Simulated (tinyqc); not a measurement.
Comparisons within one model: electrons shared among three sets of ellipsoidal valleys. A value that a table varies takes the place of the one given here.

F_j(eta) = (1/Gamma(j + 1)) integral_0^infinity x^j dx/(1 + exp(x - eta)), which tends to exp(eta) for eta << 0.

Sets X, L, Gamma: N_i = M_i times N = 2 (m kB T/(4 pi c))^(3/2) with c = hbar^2/2m0, in 1/angstrom^3; times 1e24 for 1/cm^3, m = (ml mt^2)^(1/3); n = sum_i N_i F_1/2((EF - dE_i)/kT), energies from the edge of the first set; mu_drift = sum of share times mobility.

Constants: hbar^2/2m0 = 3.80998211 eV angstrom^2; kB = 8.617333262e-05 eV/K.

Inputs chosen for the exercise (masses and offsets near those of GaP; mobilities are free inputs, held fixed; not measured data):
- dE = (0, 0.369, 0.461) eV (edges of X, L, Gamma above the first)
- M = (3, 4, 1) (valleys in each set)
- ml = (1.946, 1.167, 0.127) m0 (longitudinal masses of X, L, Gamma)
- mt = (0.2515, 0.1555, 0.127) m0 (transverse masses)
- mu = (280, 390, 1700) cm^2/(V s) (mobility of each set)
- n = 3.6e+19 1/cm^3 (total electron density)
- T = 200 K

## Transfer between valleys with temperature

Offsets, masses and mobilities are held fixed; n is fixed too, so the high values of T stand for hot electrons, not for the lattice.

Populations:
```
T (K)  EF (eV)  share X  share L  share Gamma  mu_drift
77      0.0374   1.0000   0.0000       0.0000       280
150     0.0342   1.0000   0.0000       0.0000       280
300     0.0202   1.0000   0.0000       0.0000       280
450    -0.0015   0.9999   0.0001       0.0000       280
600    -0.0290   0.9994   0.0006       0.0000       280
900    -0.0971   0.9939   0.0060       0.0001       281
1200   -0.1789   0.9808   0.0187       0.0005       283
2000   -0.4458   0.9261   0.0711       0.0028       292
```

The share of X goes from 1.000 to 0.926 and the mean mobility from 280 to 292 cm^2/(V s). X holds more than L throughout. The share of Gamma is at most 0.0028.

## Transfer between valleys with doping

Parabolic valleys; band tails and gap narrowing are left out.

Populations:
```
n (1/cm^3)  EF (eV)  share X  share L  share Gamma  mu_drift
1.0e+16     -0.1253   1.0000   0.0000       0.0000       280
1.0e+17     -0.0856   1.0000   0.0000       0.0000       280
1.0e+18     -0.0455   1.0000   0.0000       0.0000       280
3.0e+18     -0.0257   1.0000   0.0000       0.0000       280
1.0e+19     -0.0021   1.0000   0.0000       0.0000       280
3.0e+19      0.0250   1.0000   0.0000       0.0000       280
1.0e+20      0.0724   1.0000   0.0000       0.0000       280
```

The share of X stays near 1.000, so the mean mobility hardly moves. X holds more than L throughout. The share of Gamma is at most 1e-12.

## Moving the second set by strain or alloying

The second entry of dE is replaced by the values listed; a negative value puts that set lowest.

Populations:
```
offset (eV)  EF (eV)  share X  share L  share Gamma  mu_drift
-0.100       -0.0544   0.0168   0.9832       0.0000       388
-0.050       -0.0111   0.1796   0.8204       0.0000       370
0.000         0.0164   0.6104   0.3896       0.0000       323
0.025         0.0243   0.8114   0.1886       0.0000       301
0.050         0.0284   0.9334   0.0666       0.0000       287
0.100         0.0304   0.9955   0.0045       0.0000       280
0.150         0.0306   0.9998   0.0002       0.0000       280
0.200         0.0306   1.0000   0.0000       0.0000       280
0.300         0.0306   1.0000   0.0000       0.0000       280
```

The share of X goes from 0.017 to 1.000 and the mean mobility from 388 to 280 cm^2/(V s). X and L hold equal numbers between offset = -0.05 and 0 eV. The share of Gamma is at most 2.4e-13. With Boltzmann statistics the first two sets are equal at kT ln(N_2/N_1) = -0.0077 eV.

## What moves the populations

All else solved anew. Each row changes one parameter from the base and keeps the others.

Results:
```
case                              EF (eV)  share X  share L  share Gamma  mu_drift (cm^2/(V s))
base                               0.0306   1.0000   0.0000       0.0000                    280
T = 250 K                          0.0259   1.0000   0.0000       0.0000                    280
n = 1.08e+20 1/cm^3                0.0766   1.0000   0.0000       0.0000                    280
dE = (0, 0.2952, 0.461) eV         0.0306   1.0000   0.0000       0.0000                    280
mt = (0.2515, 0.1866, 0.127) m0    0.0306   1.0000   0.0000       0.0000                    280
ml = (1.946, 1.4004, 0.127) m0     0.0306   1.0000   0.0000       0.0000                    280
mu = (336, 390, 1700) cm^2/(V s)   0.0306   1.0000   0.0000       0.0000                    336
```

The largest shifts from the base row, up to three for each result and ties (the steps differ in size, so this ranks the rows, not the parameters). EF (eV): n +0.0460, T -0.0047; unchanged at the printed digits by dE, mt, ml and mu. share X: unchanged at the printed digits by T, n, dE, mt, ml and mu. share L: unchanged at the printed digits by T, n, dE, mt, ml and mu. share Gamma: unchanged at the printed digits by T, n, dE, mt, ml and mu. mu_drift (cm^2/(V s)): mu +56; unchanged at the printed digits by T, n, dE, mt and ml.

Run: tinyqc, `OMP_NUM_THREADS=1 python tinyqc.py 1682177 1682178 out.jsonl`; Intel(R) Xeon(R) Processor @ 2.30GHz, one thread, shared host; about 0.01 s of CPU time with all checks.
